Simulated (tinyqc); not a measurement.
# CMOS latch-up, two-transistor model: effect of the substrate resistance shunting the npn

A parasitic pnp (emitter at Vdd, base shunted by Rw) and npn (emitter at ground, base shunted by Rs) feed each other: the npn collector current flows out of the pnp base node, the pnp collector current into the npn base node. Forward-active transistors with constant gains: Icn = Isn exp(Vn/Vt), Icp = Isp (exp(Vp/Vt) - 1). A current Ii is injected into the npn base node.

Node equations: Vp/Rw + Icp/bp = Icn and Vn/Rs + Icn/bn = Icp + Ii. Loop gain G = gn gp/[(1/Rw + gp/bp)(1/Rs + gn/bn)], gn = Icn/Vt, gp = (Icp + Isp)/Vt; the off state ends where G = 1, and Ii there is the trigger current. On state with both base-emitter voltages at Von: npn base current Ib = (Von/Rs + bp Von/Rw)/(bn bp - 1), holding current Ih = (bn + 1) Ib + Von/Rs, holding voltage Vh = Vsat + Von + R2 (Ib + Von/Rs).

Inputs (values chosen for the exercise); values close to those of bulk CMOS: temperature T = 300 K; current gain of the npn bn = 13.8; current gain of the pnp bp = 0.9; saturation current of the npn at T Isn = 8.6e-15 A; saturation current of the pnp at T Isp = 3e-16 A; well resistance shunting the pnp Rw = 660 ohm; resistance from the pnp collector to the npn base R2 = 86 ohm; base-emitter voltage in the on state Von = 0.73 V; saturation voltage Vsat = 0.15 V; supply voltage Vdd = 2.5 V.

Constants: q = 1.602176634e-19 C, kB = 1.380649e-23 J/K, Vt = kB T/q. Results are converted to the units shown.

Effect of the substrate resistance shunting the npn:
```
Rs (ohm)  Vn at trigger (V)  trigger current (mA)  Ih (mA)   Vh (V)
99                  0.65871                6.7054   18.220   1.5772
190                 0.65776                3.5209   10.111   1.2469
370                 0.65714                1.8375   5.8200   1.0720
710                 0.65674               0.98720   3.6507  0.98366
1400                0.65648               0.53140   2.4873  0.93627
2700                0.65633               0.30565   1.9108  0.91278
5100                0.65625               0.19127   1.6187  0.90088
9900                0.65620               0.12888   1.4594  0.89439
```

Read the table: what changes, and by how much?

As Rs goes from 99 to 9900 ohm, the trigger current falls from 6.71 to 0.129 mA, Ih falls from 18.2 to 1.46 mA and Vh falls from 1.58 to 0.894 V. Vh exceeds the supply Vdd = 2.5 V, which then cannot sustain a latched state, in 0 of the 8 rows. The trigger current goes as Rs^(-0.86): most of it flows through the shunt.

Numbers from tinyqc (`OMP_NUM_THREADS=1 python tinyqc.py 2670137 2670138 out.jsonl`; about 0.08 s on one thread of a shared Intel Xeon 2.30GHz).
